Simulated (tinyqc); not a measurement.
What sets the screening length: static screening by free carriers.

kF = (3 pi^2 n/Mv)^(1/3), EF = c kF^2/m with c = hbar^2/2m0, n in 1/angstrom^3 (1e-24 per 1/cm^3), e2 = e^2/(4 pi eps0). Thomas-Fermi: qTF^2 = 6 pi e2 n/(eps EF). Debye: qD^2 = 4 pi e2 n/(eps kB T).

F_j(eta) = (1/Gamma(j + 1)) integral_0^infinity x^j dx/(1 + exp(x - eta)), which tends to exp(eta) for eta << 0.

At finite T: qs^2 = qD^2 F_-1/2(eta)/F_1/2(eta), where n = Mv N F_1/2(eta) and N = 2 (m kB T/(4 pi c))^(3/2) with c = hbar^2/2m0, in 1/angstrom^3; times 1e24 for 1/cm^3.

Constants: hbar^2/2m0 = 3.80998211 eV angstrom^2; e^2/(4 pi eps0) = 14.39964547 eV angstrom; kB = 8.617333262e-05 eV/K.

Inputs chosen for the exercise (near those of GaAs; the results hold for these values, not for the real material): n = 2.5e+16 1/cm^3 (carrier density); m = 0.0659 m0 (mass of one isotropic valley); Mv = 1 (valleys); eps = 13.6 (background dielectric constant); T = 200 K.

All results formed anew.

One parameter was then changed.

Results before and after:

| case | Debye (angstrom) | Thomas-Fermi (angstrom) | finite T (angstrom) |
|---|---|---|---|
| base | 227.6 | 97.37 | 231.9 |
| changed | 249.4 | 106.7 | 254.1 |

Which of these changes was made? (a) m = 0.0857 m0; (b) T = 260 K; (c) eps = 16.32; (d) n = 5e+16 1/cm^3; (e) Mv = 2.

Answer: (c) eps = 16.32. Of the candidates, run in turn, only this one gives the changed row.

All candidates:

| case | Debye (angstrom) | Thomas-Fermi (angstrom) | finite T (angstrom) |
|---|---|---|---|
| base | 227.6 | 97.37 | 231.9 |
| n = 5e+16 1/cm^3 | 161.0 | 86.75 | 167.0 |
| m = 0.0857 m0 | 227.6 | 85.39 | 230.5 |
| eps = 16.32 | 249.4 | 106.7 | 254.1 |
| T = 260 K | 259.5 | 97.37 | 262.9 |
| Mv = 2 | 227.6 | 77.29 | 229.8 |

Computed by tinyqc, a small Python program: `OMP_NUM_THREADS=1 python tinyqc.py 1650797 1650798 out.jsonl` (the numbers bound the seed that draws the inputs); one thread of a shared host (Intel(R) Xeon(R) Processor @ 2.30GHz), about 0.01 s for the whole set of steps.
